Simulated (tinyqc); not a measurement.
Ionisation potential and affinity of a slab from the planar-averaged potential: sweeps and comparisons. A value that a table varies takes the place of the one given here.

A model of the planar-averaged electrostatic energy of an electron in a periodic cell of N1 periods of A (L1 = N1 n1 h) and N2 periods of vacuum (L2 = N2 n2 h), on z_j = j h: V(z) = f VA + (1 - f) VB + F t(z), VA = V1[0] + V1[1] cos(2 pi z/(n1 h)) + V1[2] cos(4 pi z/(n1 h)), VB the same with V2, n2 and z - L1. f = [tanh(z/w) - tanh((z - L1)/w) + tanh((z - L1 - L2)/w)]/2 + 1/2; t(z) = z - L1/2 in A and (L1/L2)(L1 + L2/2 - z) beyond, so that the cell is periodic.

Running mean over n points, periodic: for odd n the plain mean of the n points centred on j; for even n the n + 1 points with half weight at both ends. The macroscopic average applies the mean over n1 points and then over n2 points.

Inputs chosen for the exercise (gap near that of GaN; shifted at random, so the results belong to these values and not to a real crystal):
- h = 0.3 angstrom (grid step)
- n1 = 7 (grid points per period of A)
- n2 = 6 (grid points per period of the vacuum filter)
- V1 = (-6.51, 1.82, -0.66) eV (mean and two harmonics of the potential in A)
- V2 = (0, 0, 0) eV (the same in vacuum)
- w = 0.39 angstrom (width of the interfaces)
- N1 = 5 (periods of A)
- N2 = 5 (periods of vacuum)
- F = 0 eV/angstrom (slope in A from opposite charges on the two interfaces)

## How thick the regions must be

N1 = N2 = N, no slope (F = 0); dV is read at j = floor(N n1/2) and N n1 + floor(N n2/2). The exact value is V2[0] - V1[0].

Results:
```
N  L1 (angstrom)  dV (eV)  error (meV)
1           2.10   3.1511     -3358.91
2           4.20   6.2483      -261.66
3           6.30   6.5065        -3.54
4           8.40   6.5100        -0.03
5          10.50   6.5100         0.00
6          12.60   6.5100         0.00
```

How do the results move?

The error is below 10 meV from N = 3 on. The two windows together span 3.90 angstrom and must fit between the interface tails, which fall as exp(-2 z/w); the errors at N = 2, 3 and 4 are -261.66, -3.54 and -0.03 meV.

## The choice of windows

dV read at j = 17 and 50 after means over the numbers of points listed; ripple is the spread over the five points around each.

Results:
```
windows  dV (eV)  ripple in A (meV)  ripple in vacuum (meV)
none       8.561               3333                       0
7 only     6.510                  0                       0
6 only     6.713                359                       0
8 only     6.357                269                       0
8, 7       6.510                  0                       0
7, 6       6.510                  0                       0
```

Which rows can be used, and how does a wrong window show?

The last row matches both periods and lies 0 meV from the value of a thick cell, V2[0] - V1[0] = 6.510 eV. Against it the raw potential errs by +2.05 eV. Within 20 meV of it lie: 7 only and 8, 7. A window one point too long leaves a ripple of 269 meV in A, against 0 meV in the last row: the ripple is the sign to look for. Rows to use, with under 30 meV of ripple in both regions once the tilt is taken off: 7 only, 8, 7 and 7, 6. A row with a large ripple can hit the right value only by chance.

Run: tinyqc, `OMP_NUM_THREADS=1 python tinyqc.py 1880654 1880655 out.jsonl`; Intel(R) Xeon(R) Processor @ 2.30GHz, one thread, shared host; about 0.01 s of CPU time with all checks.
